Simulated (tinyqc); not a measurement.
Short-channel transistor, virtual-source model with series resistance: effect of the velocity at the virtual source on the on and off currents.

The current per gate width is the charge at the top of the source barrier (the virtual source) times its velocity times a saturation function; al and be are fitting constants of the model. Units: I in uA/um, Rs in ohm um, so I Rs = 1e-6 I Rs in volts; Q in uC/cm^2, so I = 1e-4 Q vx0 Fsat with vx0 in cm/s.

Intrinsic voltages Vg' = Vgs - I Rs, Vd' = Vds - 2 I Rs. n = n0 + nd Vd', VT = VT0 - dl Vd', Ff = 1/(1 + exp((Vg' - VT + al Vt/2)/(al Vt))), Q = Cinv n Vt ln(1 + exp((Vg' - VT + al Vt Ff)/(n Vt))), Vdsat = (vx0 L/mu)(1 - Ff) + Vt Ff, Fsat = u/(1 + u^be)^(1/be) with u = Vd'/Vdsat, and I = Q vx0 Fsat per width. I is solved self-consistently. Ion is I at Vgs = Vds = 0.8 V, Ioff at Vgs = 0, Vds = 0.8 V, and Rlin = Vds/I at Vgs = 0.8 V, Vds = 0.05 V.

Values chosen for this exercise: temperature T = 273 K; inversion capacitance Cinv = 2.77 uF/cm^2; apparent mobility mu = 570 cm^2/(V s); channel length L = 16 nm; threshold at zero drain voltage VT0 = 0.377 V; drain-induced barrier lowering dl = 0.166 V/V; subthreshold factor n0 = 1.31; growth of n with drain voltage nd = 0.2 1/V; threshold shift (in units of Vt) from weak to strong inversion al = 3.5; sharpness of saturation be = 2; series resistance of each contact Rs = 30 ohm um.

Constants: q = 1.602176634e-19 C, kB = 1.380649e-23 J/K, Vt = kB T/q. Results are converted to the units shown.

Effect of the velocity at the virtual source on the on and off currents:
```
vx0 (cm/s)  Ion (uA/um)  Ioff (nA/um)  log10(Ion/Ioff)  Rlin (ohm um)
5e6               729.4         367.0            3.298          104.8
7.1e6              1013         521.0            3.289          93.13
1e7                1385         733.6            3.276          88.55
1.4e7              1864          1027            3.259          86.59
2e7                2514          1466            3.234          85.63
2.8e7              3272          2051            3.203          85.19
4e7                4212          2926            3.158          84.96
```

What does the comparison show?

As vx0 goes from 5e6 to 4e7 cm/s, Ion rises from 729 to 4210 uA/um, Ioff rises from 367 to 2930 nA/um and Rlin falls from 105 to 85.0 ohm um. Ion changes by a factor of 5.77 and Ioff by 7.97. For vx0 = 1.4e7 to 4e7 cm/s the off current passes 1 uA/um, so the device is hardly off at Vgs = 0.

Numbers from tinyqc (`OMP_NUM_THREADS=1 python tinyqc.py 2380066 2380067 out.jsonl`; about 0.01 s on one thread of a shared Intel Xeon 2.30GHz).
